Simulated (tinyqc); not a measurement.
Short-period [001] superlattice in sp3s* tight binding: one step. Levels of the small cell. Four cases, with inputs chosen for the exercise.

Question. Diagonalise (s, pz, s* block of a cell with n = 2, m = 1; px and py are apart). The lowest 6 levels are filled. Give the share of the cation weight of the lowest empty level that lies on the A cations, c1 and c2.

Case 1.

H (eV):
```
          sa1       za1       *a1       sc1       zc1       *c1       sa2       za2       *a2       sc2       zc2
sa1  -8.92000         0         0  -2.79700   1.51400         0         0         0         0         0         0
za1         0   0.56500         0  -2.72000   0.92100  -1.95450         0         0         0         0         0
*a1         0         0   7.07050         0   1.68800         0         0         0         0         0         0
sc1  -2.79700  -2.72000         0  -2.72034         0         0  -2.79700   2.72000         0         0         0
zc1   1.51400   0.92100   1.68800         0   3.71766         0  -1.51400   0.92100  -1.68800         0         0
*c1         0  -1.95450         0         0         0   6.74066         0   1.95450         0         0         0
sa2         0         0         0  -2.79700  -1.51400         0  -9.55734         0         0  -2.79700   1.51400
za2         0         0         0   2.72000   0.92100   1.95450         0   0.91266         0  -2.72000   0.92100
*a2         0         0         0         0  -1.68800         0         0         0   7.41866         0   1.68800
sc2         0         0         0         0         0         0  -2.79700  -2.72000         0  -2.72034         0
zc2         0         0         0         0         0         0   1.51400   0.92100   1.68800         0   3.71766
*c2         0         0         0         0         0         0         0  -1.95450         0         0         0
sa3         0         0         0         0         0         0         0         0         0  -2.79700  -1.51400
za3         0         0         0         0         0         0         0         0         0   2.72000   0.92100
*a3         0         0         0         0         0         0         0         0         0         0  -1.68800
sc3  -3.32400   2.74800         0         0         0         0         0         0         0         0         0
zc3  -2.55100   0.94100  -2.25650         0         0         0         0         0         0         0         0
*c3         0   2.49650         0         0         0         0         0         0         0         0         0

          *c2       sa3       za3       *a3       sc3       zc3       *c3
sa1         0         0         0         0  -3.32400  -2.55100         0
za1         0         0         0         0   2.74800   0.94100   2.49650
*a1         0         0         0         0         0  -2.25650         0
sc1         0         0         0         0         0         0         0
zc1         0         0         0         0         0         0         0
*c1         0         0         0         0         0         0         0
sa2         0         0         0         0         0         0         0
za2  -1.95450         0         0         0         0         0         0
*a2         0         0         0         0         0         0         0
sc2         0  -2.79700   2.72000         0         0         0         0
zc2         0  -1.51400   0.92100  -1.68800         0         0         0
*c2   6.74066         0   1.95450         0         0         0         0
sa3         0  -8.92000         0         0  -3.32400   2.55100         0
za3   1.95450         0   0.56500         0  -2.74800   0.94100  -2.49650
*a3         0         0         0   7.07050         0   2.25650         0
sc3         0  -3.32400  -2.74800         0  -1.93166         0         0
zc3         0   2.55100   0.94100   2.25650         0   2.81734         0
*c3         0         0  -2.49650         0         0         0   5.94234
```

Case 2.

H (eV):
```
          sa1       za1       *a1       sc1       zc1       *c1       sa2       za2       *a2       sc2       zc2
sa1  -8.20179         0         0  -3.22750   2.23550         0         0         0         0         0         0
za1         0   0.72771         0  -2.89850   0.98000  -2.41100         0         0         0         0         0
*a1         0         0   7.75321         0   2.41700         0         0         0         0         0         0
sc1  -3.22750  -2.89850         0  -2.64817         0         0  -3.22750   2.89850         0         0         0
zc1   2.23550   0.98000   2.41700         0   3.68383         0  -2.23550   0.98000  -2.41700         0         0
*c1         0  -2.41100         0         0         0   6.75983         0   2.41100         0         0         0
sa2         0         0         0  -3.22750  -2.23550         0  -8.32017         0         0  -3.22750   2.23550
za2         0         0         0   2.89850   0.98000   2.41100         0   1.04283         0  -2.89850   0.98000
*a2         0         0         0         0  -2.41700         0         0         0   8.57783         0   2.41700
sc2         0         0         0         0         0         0  -3.22750  -2.89850         0  -2.64817         0
zc2         0         0         0         0         0         0   2.23550   0.98000   2.41700         0   3.68383
*c2         0         0         0         0         0         0         0  -2.41100         0         0         0
sa3         0         0         0         0         0         0         0         0         0  -3.22750  -2.23550
za3         0         0         0         0         0         0         0         0         0   2.89850   0.98000
*a3         0         0         0         0         0         0         0         0         0         0  -2.41700
sc3  -3.32250   2.74550         0         0         0         0         0         0         0         0         0
zc3  -2.55050   0.93850  -2.26100         0         0         0         0         0         0         0         0
*c3         0   2.49050         0         0         0         0         0         0         0         0         0

          *c2       sa3       za3       *a3       sc3       zc3       *c3
sa1         0         0         0         0  -3.32250  -2.55050         0
za1         0         0         0         0   2.74550   0.93850   2.49050
*a1         0         0         0         0         0  -2.26100         0
sc1         0         0         0         0         0         0         0
zc1         0         0         0         0         0         0         0
*c1         0         0         0         0         0         0         0
sa2         0         0         0         0         0         0         0
za2  -2.41100         0         0         0         0         0         0
*a2         0         0         0         0         0         0         0
sc2         0  -3.22750   2.89850         0         0         0         0
zc2         0  -2.23550   0.98000  -2.41700         0         0         0
*c2   6.75983         0   2.41100         0         0         0         0
sa3         0  -8.20179         0         0  -3.32250   2.55050         0
za3   2.41100         0   0.72771         0  -2.74550   0.93850  -2.49050
*a3         0         0         0   7.75321         0   2.26100         0
sc3         0  -3.32250  -2.74550         0  -1.73242         0         0
zc3         0   2.55050   0.93850   2.26100         0   3.01558         0
*c3         0         0  -2.49050         0         0         0   6.14358
```

Case 3.

H (eV):
```
          sa1       za1       *a1       sc1       zc1       *c1       sa2       za2       *a2       sc2       zc2
sa1  -9.06998         0         0  -2.81000   1.52200         0         0         0         0         0         0
za1         0   0.85952         0  -2.71450   0.92050  -1.95000         0         0         0         0         0
*a1         0         0   7.88702         0   1.68850         0         0         0         0         0         0
sc1  -2.81000  -2.71450         0  -2.71492         0         0  -2.81000   2.71450         0         0         0
zc1   1.52200   0.92050   1.68850         0   3.72008         0  -1.52200   0.92050  -1.68850         0         0
*c1         0  -1.95000         0         0         0   6.73608         0   1.95000         0         0         0
sa2         0         0         0  -2.81000  -1.52200         0  -9.56292         0         0  -2.81000   1.52200
za2         0         0         0   2.71450   0.92050   1.95000         0   0.91108         0  -2.71450   0.92050
*a2         0         0         0         0  -1.68850         0         0         0   7.40408         0   1.68850
sc2         0         0         0         0         0         0  -2.81000  -2.71450         0  -2.71492         0
zc2         0         0         0         0         0         0   1.52200   0.92050   1.68850         0   3.72008
*c2         0         0         0         0         0         0         0  -1.95000         0         0         0
sa3         0         0         0         0         0         0         0         0         0  -2.81000  -1.52200
za3         0         0         0         0         0         0         0         0         0   2.71450   0.92050
*a3         0         0         0         0         0         0         0         0         0         0  -1.68850
sc3  -3.22400   2.89050         0         0         0         0         0         0         0         0         0
zc3  -2.24050   0.97600  -2.41400         0         0         0         0         0         0         0         0
*c3         0   2.40350         0         0         0         0         0         0         0         0         0

          *c2       sa3       za3       *a3       sc3       zc3       *c3
sa1         0         0         0         0  -3.22400  -2.24050         0
za1         0         0         0         0   2.89050   0.97600   2.40350
*a1         0         0         0         0         0  -2.41400         0
sc1         0         0         0         0         0         0         0
zc1         0         0         0         0         0         0         0
*c1         0         0         0         0         0         0         0
sa2         0         0         0         0         0         0         0
za2  -1.95000         0         0         0         0         0         0
*a2         0         0         0         0         0         0         0
sc2         0  -2.81000   2.71450         0         0         0         0
zc2         0  -1.52200   0.92050  -1.68850         0         0         0
*c2   6.73608         0   1.95000         0         0         0         0
sa3         0  -9.06998         0         0  -3.22400   2.24050         0
za3   1.95000         0   0.85952         0  -2.89050   0.97600  -2.40350
*a3         0         0         0   7.88702         0   2.41400         0
sc3         0  -3.22400  -2.89050         0  -2.88604         0         0
zc3         0   2.24050   0.97600   2.41400         0   3.44096         0
*c3         0         0  -2.40350         0         0         0   6.49796
```

Case 4.

H (eV):
```
          sa1       za1       *a1       sc1       zc1       *c1       sa2       za2       *a2       sc2       zc2
sa1  -8.51990         0         0  -2.68400   1.11650         0         0         0         0         0         0
za1         0   0.80110         0  -2.78900   0.93750  -2.24450         0         0         0         0         0
*a1         0         0   8.19260         0   1.72700         0         0         0         0         0         0
sc1  -2.68400  -2.78900         0  -1.48595         0         0  -2.68400   2.78900         0         0         0
zc1   1.11650   0.93750   1.72700         0   4.05005         0  -1.11650   0.93750  -1.72700         0         0
*c1         0  -2.24450         0         0         0   7.06405         0   2.24450         0         0         0
sa2         0         0         0  -2.68400  -1.11650         0  -8.51895         0         0  -2.68400   1.11650
za2         0         0         0   2.78900   0.93750   2.24450         0   0.86805         0  -2.78900   0.93750
*a2         0         0         0         0  -1.72700         0         0         0   8.26905         0   1.72700
sc2         0         0         0         0         0         0  -2.68400  -2.78900         0  -1.48595         0
zc2         0         0         0         0         0         0   1.11650   0.93750   1.72700         0   4.05005
*c2         0         0         0         0         0         0         0  -2.24450         0         0         0
sa3         0         0         0         0         0         0         0         0         0  -2.68400  -1.11650
za3         0         0         0         0         0         0         0         0         0   2.78900   0.93750
*a3         0         0         0         0         0         0         0         0         0         0  -1.72700
sc3  -3.72500   3.15400         0         0         0         0         0         0         0         0         0
zc3  -2.13400   1.07450  -2.32750         0         0         0         0         0         0         0         0
*c3         0   2.54550         0         0         0         0         0         0         0         0         0

          *c2       sa3       za3       *a3       sc3       zc3       *c3
sa1         0         0         0         0  -3.72500  -2.13400         0
za1         0         0         0         0   3.15400   1.07450   2.54550
*a1         0         0         0         0         0  -2.32750         0
sc1         0         0         0         0         0         0         0
zc1         0         0         0         0         0         0         0
*c1         0         0         0         0         0         0         0
sa2         0         0         0         0         0         0         0
za2  -2.24450         0         0         0         0         0         0
*a2         0         0         0         0         0         0         0
sc2         0  -2.68400   2.78900         0         0         0         0
zc2         0  -1.11650   0.93750  -1.72700         0         0         0
*c2   7.06405         0   2.24450         0         0         0         0
sa3         0  -8.51990         0         0  -3.72500   2.13400         0
za3   2.24450         0   0.80110         0  -3.15400   1.07450  -2.54550
*a3         0         0         0   8.19260         0   2.32750         0
sc3         0  -3.72500  -3.15400         0  -2.59085         0         0
zc3         0   2.13400   1.07450   2.32750         0   3.71815         0
*c3         0         0  -2.54550         0         0         0   6.80415
```

Give: levels; share on A cations.

Answer.

Case 1.

levels (eV): -12.621  -11.193  -11.180  -5.703  -5.483  -0.242  0.909  2.054  2.475  2.614  2.665  4.444  6.530  7.177  8.664  8.742  9.177  9.480

share on A cations = 0.813

The lowest empty level is number 7, at 0.909 eV.

Case 2.

levels (eV): -12.455  -11.100  -10.891  -5.836  -5.525  -0.187  1.804  2.159  2.207  2.708  2.742  4.488  6.550  8.001  9.244  9.470  10.431  11.066

share on A cations = 0.823

The lowest empty level is number 7, at 1.804 eV.

Case 3.

levels (eV): -12.749  -11.309  -11.109  -5.677  -5.590  -0.079  0.701  2.246  2.463  2.697  2.715  4.589  6.675  7.703  8.696  8.976  9.391  10.302

share on A cations = 0.739

The lowest empty level is number 7, at 0.701 eV.

Case 4.

levels (eV): -12.507  -10.361  -10.313  -5.348  -5.270  -0.119  1.688  2.500  2.805  3.020  3.049  4.913  6.989  8.218  9.410  9.572  9.990  10.517

share on A cations = 0.809

The lowest empty level is number 7, at 1.688 eV.

Computed by tinyqc, one run a case: `OMP_NUM_THREADS=1 python tinyqc.py N N+1 out.jsonl` with N = 1450033, 1450108, 1450135, 1450522; one thread of a shared Intel(R) Xeon(R) Processor @ 2.30GHz, about 0.5 s a run at most.
